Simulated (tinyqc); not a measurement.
What each parameter does: exciton in an atomically thin sheet (Rytova-Keldysh potential).

Relative motion in the plane with V(k) = -2 pi q/(k (kap + r0 k)), q = e^2/(4 pi eps0), c = hbar^2/2m0. Normalised Gaussians exp(-a_i r^2): with A = a_i + a_j, S_ij = 2 sqrt(a_i a_j)/A, T_ij = (4c/mu)(a_i a_j/A) S_ij, V_ij = -q S_ij times the integral over k from 0 to infinity of exp(-k^2/4A)/(kap + r0 k).

Converged values use 20 Gaussians with exponents 2^i/b^2, i = -11 to 8, b the larger of a0 kap/(2 mu) and sqrt(a0 r0/mu), a0 = 0.5291772 angstrom; p states use r exp(i theta) exp(-a r^2).

Constants: hbar^2/2m0 = 3.80998211 eV angstrom^2; e^2/(4 pi eps0) = 14.39964547 eV angstrom.

Parameters, chosen for this exercise (near those of a MoTe2 monolayer; not measured data):

| symbol | value | unit | meaning |
|---|---|---|---|
| me | 0.554 | m0 | electron mass |
| mh | 0.611 | m0 | hole mass |
| kap | 2.45 |  | mean dielectric constant of the surroundings |
| r0 | 70.1 | angstrom | screening length of the sheet |
| Eg | 1.37 | eV | gap, in these surroundings |

1/mu = 1/me + 1/mh; converged values. Eg is held fixed when kap or r0 changes: the shrinking of the gap by stronger screening, which offsets most of the shift of the 1s line, is left out.

Results for these values:

| case | 1s binding (meV) | 2s - 1s (meV) | 2s - 2p (meV) | 1s line (eV) |
|---|---|---|---|---|
| base | 236.6 | 146.7 | 24.2 | 1.133 |

What happens to each result for Eg = 1.44 eV, all else kept?

Answer: 1s binding does not change at the printed digits; 2s - 1s does not change at the printed digits; 2s - 2p does not change at the printed digits; 1s line rises from 1.133 to 1.203.

The same for each parameter in turn:

| case | 1s binding (meV) | 2s - 1s (meV) | 2s - 2p (meV) | 1s line (eV) |
|---|---|---|---|---|
| base | 236.6 | 146.7 | 24.2 | 1.133 |
| me = 0.665 m0 | 243.7 | 149.4 | 25.0 | 1.126 |
| mh = 0.489 m0 | 227.9 | 143.4 | 23.1 | 1.142 |
| kap = 3.19 | 197.2 | 130.4 | 19.3 | 1.173 |
| r0 = 56.1 angstrom | 274.4 | 175.0 | 27.6 | 1.096 |
| Eg = 1.44 eV | 236.6 | 146.7 | 24.2 | 1.203 |

tinyqc: `OMP_NUM_THREADS=1 python tinyqc.py 1250754 1250755 out.jsonl`; about 0.02 s, one thread, shared Intel(R) Xeon(R) Processor @ 2.30GHz.
